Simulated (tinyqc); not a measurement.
Inside a calculation. Method: exchange-only LDA atom on a uniform radial grid, spin-unpolarised, for Be. Computed by tinyqc, a small Python program that keeps every step. Settings: Z = 4, points = 64, R = 12.3, functional = Slater exchange alone, mixing = 0.6, iteration cap = 87. Command: `OMP_NUM_THREADS=1 python tinyqc.py 23582 23583 out.jsonl` (the two numbers bound the seeds that draw the settings). One thread of a shared host (Intel(R) Xeon(R) Processor @ 2.60GHz), about 0.04 s of CPU time with the checks. Later iterations appear only in the table of the cycle.

## Iteration 1

Spherical atom on a uniform radial grid r_j = j h with h = R/(N + 1), h sum u^2 = 1 and integrals as h times sums, u(0) = u(R) = 0 (atomic units):
```
parameter            value
Z                        4
points N                64
R                12.300000
h                 0.189231
mixing            0.600000
electrons in 1s          2
electrons in 2s          2
```

Three-point differences turn -u''/2 + [l(l+1)/2r^2 - Z/r + V] u = e u into a tridiagonal matrix (diagonal 1/h^2 + potential, off-diagonal -1/2h^2). D = sum f u^2; the Hartree potential y/r solves y'' = -D/r with y(0) = 0, y(R) = N_e; v_xc comes from rho = D/(4 pi r^2); E = sum f e - int D V + int D (V_H/2 + eps_xc); V(new) = V + mixing (V_H + v_xc - V).

eigenvalues (hartree): 1s -7.097969, 2s -1.933095

Every 4th grid point:
```
r              V in     u(1s)      u(2s)         D       V_H       v_xc
0.756923   0.000000  0.661103  -0.419174  1.225527  4.064741  -0.545750
1.513846   0.000000  0.080830  -0.840725  1.426705  2.498865  -0.361669
2.270769   0.000000  0.007412  -0.509043  0.518359  1.747337  -0.196947
3.027692   0.000000  0.000604  -0.221895  0.098475  1.319928  -0.093459
3.784615   0.000000  0.000046  -0.082321  0.013554  1.056817  -0.041584
4.541538   0.000000  3.39e-06  -0.027729  0.001538  0.880752  -0.017827
5.298462   0.000000  2.42e-07  -0.008756  0.000153  0.754936  -0.007460
6.055385   0.000000  1.69e-08  -0.002640  0.000014  0.660569  -0.003069
6.812308   0.000000  1.16e-09  -0.000769  1.18e-06  0.587173  -0.001246
7.569231   0.000000  7.88e-11  -0.000218  9.50e-08  0.528455  -0.000501
8.326154   0.000000         0  -0.000060  7.31e-09  0.480414  -0.000200
9.083077   0.000000         0  -0.000016  5.43e-10  0.440379  -0.000079
9.840000   0.000000         0  -4.42e-06  3.91e-11  0.406504  -0.000031
10.596923  0.000000         0  -1.17e-06         0  0.377468   0.000000
11.353846  0.000000         0  -2.97e-07         0  0.352304   0.000000
12.110769  0.000000         0  -3.92e-08         0  0.330285   0.000000
```

total energy = -11.55352951 hartree

## Iteration 2

As before.

eigenvalues (hartree): 1s -4.157229, 2s -0.634493

Every 4th grid point:
```
r              V in     u(1s)      u(2s)         D       V_H       v_xc
0.756923   2.111395  0.747119  -0.159870  1.167490  3.670062  -0.536995
1.513846   1.282318  0.138662  -0.683142  0.971821  2.299785  -0.318220
2.270769   0.930234  0.020665  -0.656924  0.863953  1.685042  -0.233508
3.027692   0.735881  0.002831  -0.461758  0.426457  1.304744  -0.152337
3.784615   0.609140  0.000371  -0.281959  0.159002  1.053504  -0.094487
4.541538   0.517755  0.000047  -0.159214  0.050698  0.880065  -0.057163
5.298462   0.448486  0.000006  -0.085593  0.014652  0.754797  -0.034103
6.055385   0.394500  7.41e-07  -0.044491  0.003959  0.660541  -0.020169
6.812308   0.351556  9.13e-08  -0.022562  0.001018  0.587167  -0.011857
7.569231   0.316772  1.12e-08  -0.011226  0.000252  0.528454  -0.006940
8.326154   0.288128  1.36e-09  -0.005501  0.000061  0.480414  -0.004048
9.083077   0.264180  1.65e-10  -0.002659  0.000014  0.440379  -0.002353
9.840000   0.243884  1.99e-11  -0.001267  3.21e-06  0.406504  -0.001361
10.596923  0.226481         0  -0.000586  6.86e-07  0.377468  -0.000774
11.353846  0.211382         0  -0.000243  1.18e-07  0.352304  -0.000411
12.110769  0.198171         0  -0.000042  3.57e-09  0.330285  -0.000123
```

total energy = -12.42939526 hartree

## Iteration 3

As before.

eigenvalues (hartree): 1s -3.381491, 2s -0.290268

Every 4th grid point:
```
r              V in     u(1s)      u(2s)         D       V_H       v_xc
0.756923   2.724398  0.765759  -0.095868  1.191155  3.503805  -0.540599
1.513846   1.701866  0.157527  -0.567163  0.692977  2.185811  -0.284297
2.270769   1.243014  0.026770  -0.635038  0.807980  1.626986  -0.228352
3.027692   0.985797  0.004247  -0.526453  0.554341  1.281136  -0.166254
3.784615   0.819066  0.000651  -0.383797  0.294600  1.045021  -0.116051
4.541538   0.700843  0.000098  -0.261151  0.136400  0.877223  -0.079504
5.298462   0.611811  0.000015  -0.170476  0.058124  0.753883  -0.053985
6.055385   0.542024  2.15e-06  -0.108325  0.023469  0.660255  -0.036502
6.812308   0.485808  3.15e-07  -0.067559  0.009128  0.587079  -0.024633
7.569231   0.439617  4.61e-08  -0.041549  0.003453  0.528428  -0.016606
8.326154   0.401071  6.72e-09  -0.025251  0.001275  0.480406  -0.011181
9.083077   0.368488  9.77e-10  -0.015148  0.000459  0.440377  -0.007505
9.840000   0.340640  1.42e-10  -0.008897  0.000158  0.406504  -0.004990
10.596923  0.316609  2.06e-11  -0.004976  0.000050  0.377468  -0.003224
11.353846  0.295688         0  -0.002386  0.000011  0.352304  -0.001886
12.110769  0.277365         0  -0.000446  3.99e-07  0.330285  -0.000591
```

total energy = -12.52427160 hartree

## Convergence

Stop when input and output potentials agree to 1e-7.

Course of the cycle (hartree):
```
iteration             E      e(1s)      e(2s)  largest |V(out) - V(in)|
1          -11.55352951  -7.097969  -1.933095                  6.19e+00
2          -12.42939526  -4.157229  -0.634493                  1.57e+00
3          -12.52427160  -3.381491  -0.290268                  3.16e-01
4          -12.53067708  -3.209428  -0.198273                  6.19e-02
5          -12.53096523  -3.177068  -0.173093                  1.61e-02
6          -12.53097836  -3.171249  -0.165502                  5.09e-03
7          -12.53097926  -3.170087  -0.162955                  1.76e-03
8          -12.53097935  -3.169795  -0.162038                  6.41e-04
9          -12.53097936  -3.169701  -0.161696                  2.40e-04
10         -12.53097936  -3.169666  -0.161565                  9.35e-05
11         -12.53097936  -3.169651  -0.161514                  3.66e-05
12         -12.53097936  -3.169646  -0.161495                  1.44e-05
13         -12.53097936  -3.169643  -0.161487                  5.66e-06
14         -12.53097936  -3.169642  -0.161484                  2.23e-06
15         -12.53097936  -3.169642  -0.161483                  8.80e-07
16         -12.53097936  -3.169642  -0.161483                  3.48e-07
17         -12.53097936  -3.169642  -0.161482                  1.37e-07
18         -12.53097936  -3.169642  -0.161482                  5.44e-08
```

Converged in 18 iterations. A uniform grid resolves the cusp poorly: for a bare nucleus this grid gives 1s at -7.09797 against -Z^2/2 = -8 hartree. Before convergence this energy mixes input and output and is not variational, so it may rise towards its limit.
